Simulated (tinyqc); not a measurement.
Brillouin zone and empty-lattice bands of the diamond structure: sweeps and comparisons. A value that a table varies takes the place of the one given here.

Primitive vectors a1 = a (0,1/2,1/2), a2 = a (1/2,0,1/2), a3 = a (1/2,1/2,0); atoms at 0 and (a1 + a2 + a3)/4. Reciprocal vectors obey a_i.b_j = 2 pi delta_ij; k is given in units of 2 pi/a. Empty-lattice levels are c0 (2 pi/a)^2 |k + G|^2, c0 = hbar^2/2m0. Points: X = (1, 0, 0), L = (0.5, 0.5, 0.5), K = (0.75, 0.75, 0), W = (1, 0.5, 0), U = (1, 0.25, 0.25).

Constants: hbar^2/2m0 = 3.80998211 eV angstrom^2.

Values chosen for the exercise (out of a larger set: lattice near that of Si; not measured data): a = 5.437 angstrom (lattice constant).

## Electron counts at which the sphere reaches the zone

Z = V kF^3/(6 pi^2), V the volume of the primitive cell, with kF = |k| of each point.

Results:
```
point  |k| (2 pi/a)  Z per atom  EF there (eV)
X            1.0000       1.047          5.088
L            0.8660       0.680          3.816
K            1.0607       1.250          5.724
W            1.1180       1.464          6.360
U            1.0607       1.250          5.724
```

How do the results move?

The sphere first touches the zone at L, for Z = 0.680, and covers it at W, for Z = 1.464, while the zone itself holds 1 electron per atom. These counts do not depend on a.

## Empty-lattice bands from Gamma to K

k = f x K; the eight lowest levels, degenerate ones repeated.

Levels (eV):
```
f         1      2      3      4      5      6      7      8
0.000  0.00  15.26  15.26  15.26  15.26  15.26  15.26  15.26
0.167  0.16  12.88  12.88  15.42  15.42  15.42  15.42  17.97
0.333  0.64  10.81  10.81  15.90  15.90  15.90  15.90  15.90
0.500  1.43   9.06   9.06  14.15  14.15  16.70  16.70  16.70
0.667  2.54   7.63   7.63  12.72  12.72  17.81  17.81  17.81
0.833  3.98   6.52   6.52  11.61  11.61  19.24  19.24  19.24
1.000  5.72   5.72   5.72  10.81  10.81  15.90  20.99  20.99
```

What does this show?

Band 1 is the parabola f^2 x 5.72 eV. The next levels start from the first shell of G at 15.26 eV; a branch falls at first if its G has a component against k, and branches cross. The second level ends at 5.72 eV and meets band 1 at the zone surface.

tinyqc: `OMP_NUM_THREADS=1 python tinyqc.py 1850490 1850491 out.jsonl`; about 0.01 s, one thread, shared Intel(R) Xeon(R) Processor @ 2.30GHz.
